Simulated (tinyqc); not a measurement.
One-dimensional ballistic tunnel FET, two-band WKB: effect of temperature.

A p-type source for x < 0 with its Fermi level at 0 and its valence edge at ds; in the channel the bands fall as D exp(-x/lam) towards their flat values, with the conduction edge at Ec = ds - dP and D = dP + Eg. The gate moves dP one to one. The drain Fermi level lies at -Vd and the drain side reflects nothing. For w = E - Ec between 0 and dP an electron crosses the gap. Two-band dispersion with equal masses m: inside the gap kappa = sqrt(m u (1 - u/Eg)/C), u the distance from a band edge, C = hbar^2/(2 m0).

S(w) = 2 lam int_0^Eg kappa(u) du/(w + Eg - u) = 2 pi lam sqrt(m/(C Eg)) [w + Eg/2 - sqrt(w (w + Eg))], T(w) = exp(-S). I = g (2 q^2/h) int_0^dP T(w) [f(E) - f(E + Vd)] dw, E = ds - dP + w, f(x) = 1/(1 + exp(x/Vt)). Swing = d(dP)/d(log10 I).

Values chosen for this exercise; band and dielectric values close to those of indium phosphide: band gap Eg = 1.32 eV; band-edge mass of the two-band model m = 0.1 m0; screening length of the source junction lam = 5.3 nm; source valence edge above the source Fermi level ds = 0.14 eV; drain bias Vd = 0.3 V; number of degenerate subbands (spin apart) g = 1; tunnelling window Ev(source) - Ec(channel) dP = 0.5 eV.

Constants: q = 1.602176634e-19 C, kB = 1.380649e-23 J/K, hbar = 1.054571817e-34 J s, h = 6.62607015e-34 J s, m0 = 9.1093837015e-31 kg, Vt = kB T/q, hbar^2/(2 m0) = 0.0380998212 eV nm^2. Results are converted to the units shown.

Results:
```
T (K)	I (uA)	swing (mV/decade)	Vt ln 10 (mV/decade)
77	5.166e-5	132.6	15.28
150	5.434e-5	134.8	29.76
200	5.722e-5	137.2	39.68
300	6.527e-5	143.2	59.53
350	7.009e-5	146.5	69.45
400	7.514e-5	149.7	79.37
```

Estimate the missing row, T = 250 K.

Computed row:
```
T (K)	I (uA)	swing (mV/decade)	Vt ln 10 (mV/decade)
250	6.092e-5	140.1	49.61
```

With this row back in the table: I rises from 5.17e-5 to 7.51e-5 uA, and the swing rises from 133 to 150 mV/decade, while the thermionic limit rises from 15.3 to 79.4 mV/decade. Gap and mass are held fixed.

Computed by the program tinyqc: `OMP_NUM_THREADS=1 python tinyqc.py 2620115 2620116 out.jsonl`, one thread of a shared Intel Xeon 2.30GHz, about 0.02 s for the whole run.
